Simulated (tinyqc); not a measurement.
Worked calculation: coherent transport through a tight-binding region between two chains. Computed by tinyqc, a small Python program that keeps every step. Settings: temperature = 300, mu = 0.07. Command: `OMP_NUM_THREADS=1 python tinyqc.py 20973 20974 out.jsonl` (the two numbers bound the seeds that draw the settings). One thread of a shared host (Intel(R) Xeon(R) Processor @ 2.60GHz), about 0.1 s of CPU time with the checks.

## Transmission at E = 0.02 eV

H of the central region (eV):
$$\begin{pmatrix}
0.020000 & -0.910000 & 0.000000 & 0.000000 \\
-0.910000 & 0.900000 & -0.910000 & 0.000000 \\
0.000000 & -0.910000 & -0.420000 & -1.150000 \\
0.000000 & 0.000000 & -1.150000 & 0.930000
\end{pmatrix}$$

Leads: semi-infinite chains with site energy 0:
```
parameter                           value
lead hopping t (eV)              2.070000
coupling to the left lead (eV)   1.480000
coupling to the right lead (eV)  0.550000
left contact site                       1
right contact site                      4
```

E = 0.020000 eV

Surface Green function g = (E - i sqrt(4 t^2 - E^2)) / (2 t^2); self-energy tc^2 g on each contact site; G = (E - H - Sigma)^(-1); Gamma = -2 Im Sigma; T = Gamma_L Gamma_R |G_LR|^2; local density of states -Im G_ii / pi.

g = 0.002334-0.483086i 1/eV

G (1/eV):
$$\begin{pmatrix}
0.398180-0.694460i & 0.293617-0.466907i & -0.114243+0.242945i & -0.188630+0.276513i \\
0.293617-0.466907i & -0.541272-0.344042i & 0.281856+0.134207i & 0.320470+0.220894i \\
-0.114243+0.242945i & 0.281856+0.134207i & 0.386807-0.113163i & 0.498536-0.062901i \\
-0.188630+0.276513i & 0.320470+0.220894i & 0.498536-0.062901i & -0.444334-0.150728i
\end{pmatrix}$$

local density of states (1/eV): [0.221053, 0.109512, 0.036021, 0.047978]

transmission = 0.069300

## Transmission across the band

The same steps on a grid of energies.

T(E):
```
E (eV)              T
-3.93300000  1.44e-06
-3.53970000  0.000009
-3.14640000  0.000038
-2.75310000  0.000154
-2.35980000  0.000729
-1.96650000  0.005122
-1.57320000  0.131621
-1.17990000  0.152765
-0.78660000  0.063973
-0.39330000  0.059763
0.00000000   0.068528
0.39330000   0.096945
0.78660000   0.213408
1.17990000   0.726087
1.57320000   0.532308
1.96650000   0.827682
2.35980000   0.039033
2.75310000   0.002800
3.14640000   0.000391
3.53970000   0.000066
3.93300000   0.000008
```

levels of the isolated region (eV): [-1.443206, -0.380165, 1.246212, 2.007159]

## Current

I = (2e/h) int T(E) [f(E - mu - V/2) - f(E - mu + V/2)] dE at 300 K with mu = 0.07 eV, the bias not changing H; 2e^2/h = 77.48092 microsiemens; the integral runs over the band on 4001 points.

Current:
```
V (volt)  I (microampere)
0.010000         0.055464
0.050000         0.277374
0.100000         0.555078
0.200000         1.112815
0.400000         2.247456
0.800000         4.688989
```
